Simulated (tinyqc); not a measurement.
The 3-omega method: a line heater on a substrate with a thin film: one step, computed by the program tinyqc. Command: `OMP_NUM_THREADS=1 python tinyqc.py 3022011 3022012 out.jsonl threeomega walk`. One thread of a shared host (Intel(R) Xeon(R) Processor @ 2.30GHz), about 0.01 s of CPU time with the checks.

A current at angular frequency omega = 2 pi f heats the line at 2 omega with the amplitude P per length; the temperature swing Delta T at 2 omega gives a voltage at 3 omega. The substrate is taken as semi-infinite and isotropic, and the heat capacity of heater and film is left out.

Problem. Temperature swing of the bare substrate. Delta T_s = (P/(pi kappa)) int_0^infinity (sin x/x)^2 / sqrt(x^2 + (q b)^2) dx with (q b)^2 = i |q b|^2, averaged over the heater width (12 Gauss-Legendre points on each of the pieces 0, 14 log-spaced edges from 1e-5 to 1, and multiples of pi to 40 pi; the tail adds 1/(4 (40 pi)^2)). For |q| b much below 1: Delta T_s = (P/(pi kappa)) [-ln(|q| b) + eta - i pi/4], eta = 3/2 - C_E = 0.92278, with Euler's C_E = 0.5772157.

Inputs (values chosen for the exercise, modelled on a phase-change telluride on silicon):
```
quantity,value,unit
substrate conductivity kappa,140,W/(m K)
substrate heat capacity C,1.64,1e6 J/(m^3 K)
heater half-width b,3.1,micrometre
power amplitude per length P,9.9,W/m
current frequency f,1100,Hz
```

|q| b = 0.03944763

Give: in-phase Delta T_s; out-of-phase Delta T_s; in-phase, narrow-line form; out-of-phase, narrow-line form.

Solution.

in-phase Delta T_s = 0.09354 K

out-of-phase Delta T_s = -0.01765 K

in-phase, narrow-line form = 0.09354 K

out-of-phase, narrow-line form = -0.01768 K

The narrow-line form misses the in-phase part by 0.00 % and the out-of-phase part by +0.1 % at |q| b = 0.039.
